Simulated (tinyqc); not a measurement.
Inside a calculation. Model: hot electrons in a saturated n-channel MOSFET, lucky-electron model.

Computed by the program tinyqc: `OMP_NUM_THREADS=1 python tinyqc.py 2550030 2550031 out.jsonl`, one thread of a shared Intel Xeon 2.30GHz, about 0.01 s for the whole run. Printed values are rounded.

Beyond pinch-off the lateral field grows as Esat cosh(y/l) over the velocity-saturated region (pseudo-two-dimensional model). Impact ionisation in this region gives the substrate current, which biases the body forward through Rsub. Currents are per width. Local-field laws: they overstate ionisation when the field peak is narrower than an energy relaxation length.

Parameters, values chosen for the exercise; values close to those of silicon n-channel devices:
- L = 0.25 um (channel length)
- tox = 5.2 nm (oxide thickness)
- xj = 98 nm (junction depth)
- VT = 0.45 V (threshold)
- mu = 320 cm^2/(V s) (effective mobility)
- vs = 7.4e6 cm/s (saturation velocity)
- Ai = 2e6 1/cm (ionisation prefactor)
- Bi = 1.84 MV/cm (ionisation field)
- Rd = 0 ohm um (resistance of the lightly doped drain)
- Rsub = 7800 ohm um (substrate resistance)
- kb = 0.28 (fall of VT per volt of forward body bias)
- lm = 8.2 nm (hot-electron mean free path)
- pb = 3.2 V (oxide barrier)
- Cg = 0.0017 (prefactor of the gate current)
- m = 2.7 (lifetime exponent)
- Hl = 2000 s uA/um (lifetime constant)
- Vd = 2.1 V (drain voltage)
- Vg = 0.9 V (gate voltage)

Constants: eps0 = 8.8541878128e-14 F/cm where lengths are in cm. Results are converted to the units shown.

## Length and field scales

Cox = 3.9 eps0/tox, l = sqrt(3 tox xj), Esat = 2 vs/mu.

Cox = 0.664064 uF/cm^2
l = 39.0999 nm
Esat = 0.04625 MV/cm
Esat L = 1.15625 V

## Iteration 1: body bias from the substrate current

Vb at the start = 0 V

Cox = 3.9 eps0/tox. Overdrive g = Vg - VT + kb Vb; Vdsat = g Esat L/(g + Esat L); Id = Cox vs (g - Vdsat); dV = Vd - Id Rd - Vdsat; Em = sqrt((dV/l)^2 + Esat^2); Isub = Id (Ai/Bi) l Em exp(-Bi/Em). Vb(new) = Rsub Isub.

Vdsat = 0.323930 V
Id = 61.9518 uA/um
dV = 1.77607 V
Em = 0.456588 MV/cm
Isub = 2.13700 uA/um
Vb after iteration 1 = 0.0166686 V

## Iteration 2: body bias from the substrate current

As before.

Vdsat = 0.326341 V
Id = 63.0603 uA/um
dV = 1.77366 V
Em = 0.455974 MV/cm
Isub = 2.16057 uA/um
Vb after iteration 2 = 0.0168524 V

## Course of the iteration: body bias from the substrate current

Stop when Vb changes by less than 1e-9 V, or after 60 iterations.

Course of the iteration:
```
iteration	Vb (V)	|change| (V)
1	0.0166686	0.0167
2	0.0168524	1.84e-4
3	0.0168545	2.02e-6
4	0.0168545	2.22e-8
5	0.0168545	2.44e-10
```

Converged in 5 iterations. At the end each change is about 0.011 times the one before: linear convergence.

## Gate current, lifetime and channel shortening

Id = 63.0727 uA/um
dV = 1.77363 V
Em = 0.455967 MV/cm
Isub = 2.16083 uA/um

Ig = Cg Id exp(-pb/(lm Em)); lifetime tau = (Hl/Id)(Isub/Id)^(-m); length of the saturated region dL = l ln[(dV/l + Em)/Esat]. 1 year = 3.15576e7 s.

Isub/Id = 0.0342594
Ig = 20.5751 pA/um
tau = 0.00908195 years
dL = 116.476 nm

The lifetime misses ten years. Integrating Ai exp(-Bi/E) over the cosh profile gives Isub/Id = 0.0285, so the closed form is 20 % above it.
